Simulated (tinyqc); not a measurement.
## Ballistic conductance of a hard-wall wire of rectangular section by counting modes: thermal smearing

Subband edges E_(a,b) = (C pi^2/m) [(a/W)^2 + (b/Hh)^2], a, b = 1, 2, ...; C = hbar^2/(2 m0). Every mode transmits fully; spin gives the factor 2 in 2 q^2/h, valleys the factor gv.

G = (2 q^2/h) gv M; at zero temperature M counts the edges below Ef, at T it is the sum of degeneracy times f. The smooth (Sharvin) count is kF^2 A/(4 pi), kF = sqrt(m Ef/C), A = W Hh, perimeter p = 2 (W + Hh), and with the boundary term kF^2 A/(4 pi) - kF p/(4 pi). f = 1/(1 + exp((E_n - Ef)/Vt)).

Parameters, values chosen for the exercise:
- m = 0.27 m0 (mass)
- gv = 1 (valleys)
- Ef = 0.031 eV (Fermi energy above the bulk band edge)
- W = 14 nm (width)
- Hh = 14 nm (height)

Constants: q = 1.602176634e-19 C, kB = 1.380649e-23 J/K, hbar = 1.054571817e-34 J s, h = 6.62607015e-34 J s, m0 = 9.1093837015e-31 kg, Vt = kB T/q, hbar^2/(2 m0) = 0.0380998212 eV nm^2. Results are converted to the units shown.

Results:

| T (K) | kB T (meV) | M at T | G (uS) |
|---|---|---|---|
| 2 | 0.1723 | 1.000 | 77.48 |
| 10 | 0.8617 | 1.010 | 78.29 |
| 30 | 2.585 | 1.294 | 100.3 |
| 150 | 12.93 | 1.838 | 142.4 |
| 220 | 18.96 | 2.115 | 163.9 |
| 300 | 25.85 | 2.485 | 192.6 |
| 400 | 34.47 | 2.987 | 231.5 |

Estimate the missing row, T = 77 K.

Computed row:

| T (K) | kB T (meV) | M at T | G (uS) |
|---|---|---|---|
| 77 | 6.635 | 1.623 | 125.7 |

With this row back in the table: M at T rises from 1.00 to 2.99; the integer count is 1. The edge nearest to Ef lies 4.53 meV from it, and M stays within 0.01 of the integer up to 2 K among the rows.

Program tinyqc, `OMP_NUM_THREADS=1 python tinyqc.py 2740116 2740117 out.jsonl`; Intel Xeon 2.30GHz, shared host, one thread, about 0.6 s.
